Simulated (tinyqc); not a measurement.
## Gain of the pnp from the holding current

Problem. On state with both base-emitter voltages at Von: npn base current Ib = (Von/Rs + bp Von/Rw)/(bn bp - 1), holding current Ih = (bn + 1) Ib + Von/Rs. Find bp.

Inputs (values chosen for the exercise): current gain of the npn bn = 17.3; substrate resistance shunting the npn Rs = 110 ohm; well resistance shunting the pnp Rw = 460 ohm; base-emitter voltage in the on state Von = 0.71 V.

Ih = 9.7996814 mA

Solution. Ih gives Ib, and Ib (bn bp - 1) = Von/Rs + bp Von/Rw is linear in bp.

bp = 4.100

Numbers from tinyqc (`OMP_NUM_THREADS=1 python tinyqc.py 2670009 2670010 out.jsonl`; about 0.04 s on one thread of a shared Intel Xeon 2.30GHz).
